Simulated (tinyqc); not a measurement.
Straight dislocations in isotropic elasticity: fields, energies, partials, Peierls stress and walls: one step, computed by the program tinyqc.

The line runs along z, the glide plane is y = 0, and beta is the angle between b and the line (0 screw, 90 degrees edge): b_e = b sin(beta) along +x with the extra half plane at y > 0, b_s = b cos(beta). Stress is positive in tension.

Problem. Strength from dislocations. Frank-Read source, averaged over the loop: tau = G b/(2 pi l) [(1 - nu/2)/(1 - nu)] ln(l/r0). Taylor hardening: tau = 0.3 G b sqrt(rho).

Inputs (values chosen for the exercise, modelled on nickel): shear modulus G = 82.4 GPa; Poisson ratio nu = 0.311; Burgers vector b = 2.492 angstrom; dislocation density rho = 1.1e+12 1/m^2; core radius r0/b = 1.5; source length l = 420 nm.

Give: Frank-Read stress; Taylor stress.

Solution.

Frank-Read stress = 66.99 MPa

Taylor stress = 6.461 MPa
